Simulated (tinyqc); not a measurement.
# From number density over its start back to time t

Model: equilibrium crystal shape, supported particles, Gibbs-Thomson effect and coarsening. Computed by tinyqc, a small Python program. Command: `OMP_NUM_THREADS=1 python tinyqc.py 3025462 3025463 out.jsonl wulff inv`. One thread of a shared host (Intel(R) Xeon(R) Processor @ 2.30GHz), about 0.2 s of CPU time with the checks.

A cubic crystal bounded by {100}, {110} and {111} facets only.

Inputs (values chosen for the exercise, modelled on silicon): atomic volume Omega = 20.02 angstrom^3; temperature T = 900 K; precipitate interface energy gamma_i = 0.27 J/m^2; solubility x_inf at a flat interface = 0.0035; diffusivity D = 6.4e-16 m^2/s; mean radius at the start r0 = 17 nm.

Surface energies: given.

surface energies gamma(100), gamma(110), gamma(111) (J/m^2): [1.49, 1.54, 1.31]

Constants: k_B = 1.380649e-23 J/K.

Method. The energies and Omega are given. Spherical precipitates of nearly pure solute with atomic volume Omega: x(r) = x_inf exp(l/r), l = 2 gamma_i Omega/(k_B T). Diffusion-limited coarsening at small volume fraction (Lifshitz-Slyozov-Wagner): r^3 = r0^3 + K t, K = (4/9) D x_inf l; the number density falls as (r0/r)^3. The steady size distribution is assumed from the start, and D and x_inf are inputs that do not follow T.

Question. A run gave the result below. Find the time t, known to lie between 20000 and 32000 s.

number density over its start = 0.2022008

Answer.

Each step takes the trial c = (a f_b - b f_a)/(f_b - f_a), f being the result less the target and a, b, c the logarithms of the listed values; c replaces end b, the old b replaces a if the sign of f changed, and otherwise f_a is halved.

Scan of the range:
```
time t (s)  number density over its start
20000                            0.220946
21600                            0.207984
23400                            0.195107
25300                            0.183138
27400                            0.171509
29600                            0.160811
32000                            0.150567
```

False position (Illinois rule, in the logarithm of the input) inside the bracket:
```
step    end a    end b    trial  number density over its start
1     21600.0  23400.0  22390.6                       0.202125
2     21600.0  22390.6  22369.9                       0.202273
3     22390.6  22369.9  22380.0                       0.202201
4     22369.9  22380.0  22380.0                       0.202201
```

Number density over its start falls at every point of a 13-point scan of the range (every second point is shown), so one value fits; it is bracketed by 21600 and 23400. Answer: time t = 22380 s.
